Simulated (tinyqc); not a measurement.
## Free and trapped electrons in a MOS channel with a dense trap tail: free and trapped charge against gate voltage

p-type body, charge-sheet picture, full ionisation (an idealisation for deep acceptors), Boltzmann statistics for free electrons. e = Ec - EF at the surface. Acceptor-like traps of density D(E) = D0 + De exp(-E/Ew) at depth E below Ec, from 0 to Eu, hold n_t = integral of D(E)/(1 + exp((e - E)/Vt)). psi = Eg - Vt ln(Nv/Na) - e; N_dep = sqrt(2 eps0 eps_r Na (psi - Vt)/q); n_f = sqrt(N_dep^2 + 2 eps0 eps_r Vt Nc exp(-e/Vt)/q) - N_dep; Vg = Vfb + psi + q (N_dep + n_t + n_f)/Cox, Cox = eps0 eox/tox.

Free share n_f/(n_f + n_t); swing ln 10 n_f/(dn_f/dVg); field-effect mobility mf q (dn_f/dVg)/Cox, for a constant mf; oxide field q (N_dep + n_t + n_f)/(eps0 eox).

Inputs (values chosen for the exercise); band and dielectric values close to those of 4H silicon carbide:
```
symbol    value         unit                                             meaning
T           400            K                                         temperature
Eg         3.21           eV                                            band gap
eps_r      9.67                                            relative permittivity
Nc      2.66e19        cm^-3              conduction-band density of states at T
Nv      3.91e19        cm^-3                 valence-band density of states at T
eox         3.9                           relative permittivity of the insulator
tox          40           nm                                 insulator thickness
Na       2.5e16        cm^-3                                    acceptor density
Vfb       -2.73            V            flat-band voltage without trapped charge
D0       1.3e11  cm^-2 eV^-1  constant background density of acceptor-like traps
De       6.9e13  cm^-2 eV^-1          density of the tail at the conduction edge
Ew          0.1           eV                            decay energy of the tail
Eu         0.92           eV        depth below Ec down to which the traps reach
mf           83   cm^2/(V s)                          mobility of free electrons
```

Constants: q = 1.602176634e-19 C, kB = 1.380649e-23 J/K, Vt = kB T/q, eps0 = 8.8541878128e-14 F/cm where lengths are in cm. Results are converted to the units shown.

Result of one run:

| Vg (V) | e (eV) | n_f (cm^-2) | n_t (cm^-2) | free share (%) | swing (mV/decade) | field-effect mobility (cm^2/(V s)) | oxide field (MV/cm) |
|---|---|---|---|---|---|---|---|
| 7.4 | 0.1075 | 2.216e11 | 2.834e12 | 7.251 | 5101 | 15.41 | 1.820 |

What becomes of these results when the gate voltage Vg is changed from 7.4 to 6.2 V, all else the same?

Result of the changed run:

| Vg (V) | e (eV) | n_f (cm^-2) | n_t (cm^-2) | free share (%) | swing (mV/decade) | field-effect mobility (cm^2/(V s)) | oxide field (MV/cm) |
|---|---|---|---|---|---|---|---|
| 6.2 | 0.1309 | 1.191e11 | 2.306e12 | 4.912 | 3877 | 10.90 | 1.526 |

The whole series:

| Vg (V) | e (eV) | n_f (cm^-2) | n_t (cm^-2) | free share (%) | swing (mV/decade) | field-effect mobility (cm^2/(V s)) | oxide field (MV/cm) |
|---|---|---|---|---|---|---|---|
| 1.3 | 0.5528 | 6.675e5 | 8.065e10 | 8.276e-4 | 174.0 | 0.001360 | 0.4066 |
| 2.6 | 0.2813 | 1.662e9 | 5.888e11 | 0.2815 | 878.8 | 0.6710 | 0.6637 |
| 3.8 | 0.2052 | 1.480e10 | 1.169e12 | 1.250 | 1770 | 2.965 | 0.9447 |
| 5 | 0.1614 | 5.131e10 | 1.749e12 | 2.850 | 2766 | 6.580 | 1.234 |
| 6.2 | 0.1309 | 1.191e11 | 2.306e12 | 4.912 | 3877 | 10.90 | 1.526 |
| 7.4 | 0.1075 | 2.216e11 | 2.834e12 | 7.251 | 5101 | 15.41 | 1.820 |
| 8.7 | 0.08696 | 3.721e11 | 3.370e12 | 9.943 | 6520 | 20.24 | 2.140 |
| 9.9 | 0.07087 | 5.469e11 | 3.831e12 | 12.49 | 7872 | 24.64 | 2.436 |
| 11.1 | 0.05663 | 7.562e11 | 4.258e12 | 15.08 | 9219 | 29.10 | 2.733 |

n_f reaches 1e11 cm^-2 at Vg = 5.92 V, against 1.88 V without traps. The free share rises from 8.28e-4 to 15.1 % and the field-effect mobility rises from 0.00136 to 29.1 cm^2/(V s), although mf = 83 is constant: in the last row 35.1 % of Cox dVg goes into free electrons. The swing in the first row is 174 mV a decade (Vt ln 10 = 79.4). For Vg = 11.1 EF lies less than 2 Vt below the band edge, or above it, where degeneracy and confinement, left out, matter.

Computed by the program tinyqc: `OMP_NUM_THREADS=1 python tinyqc.py 2222002 2222003 out.jsonl`, one thread of a shared Intel Xeon 2.30GHz, about 0.02 s for the whole run.
